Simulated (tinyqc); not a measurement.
Sensitivity of the reflectance: thin-film optics by transfer matrices.

Indices N = n + i k. Snell: N0 sin(theta) = N_j sin(theta_j), with Im(N_j cos theta_j) >= 0. Admittance y_j = N_j cos theta_j for s and N_j/cos theta_j for p. Phase delta_j = 2 pi N_j cos theta_j d_j/lambda. Layer matrix [[cos delta, -i sin delta/y], [-i y sin delta, cos delta]], multiplied from the top down to M. (B, C) = M (1, y_sub); r = (y0 B - C)/(y0 B + C), R = |r|^2, T = 4 Re y0 Re y_sub/|y0 B + C|^2, absorbed in the films 1 - R - T.

Inputs chosen for the exercise (indices near those of SiO2 on polySi; the results hold for these values, not for the real material): lam = 365 nm (vacuum wavelength); n0 = 1 (ambient index); n = (1.45, 4.875) (n of SiO2, substrate); k = (0, 2.643) (k in the same order); d = (123) nm (thicknesses, top first); theta = 75 degrees (angle of incidence).

R for both polarisations.

Results for these values:
```
case     R_s     R_p     T_s
base  0.7514  0.3380  0.2486
```

What happens to each result for theta = 80 degrees, all else kept?

Answer: R_s rises from 0.7514 to 0.8106; R_p rises from 0.3380 to 0.4499; T_s falls from 0.2486 to 0.1894.

The same for each parameter in turn:
```
case                   R_s     R_p     T_s
base                0.7514  0.3380  0.2486
d = (128) nm        0.7797  0.2911  0.2203
n = (1.479, 4.875)  0.7775  0.2944  0.2225
k = (0, 2.917)      0.7633  0.3514  0.2367
lam = 370 nm        0.7401  0.3527  0.2599
theta = 80 degrees  0.8106  0.4499  0.1894
```

tinyqc: `OMP_NUM_THREADS=1 python tinyqc.py 1651846 1651847 out.jsonl`; about 0.03 s, one thread, shared Intel(R) Xeon(R) Processor @ 2.30GHz.
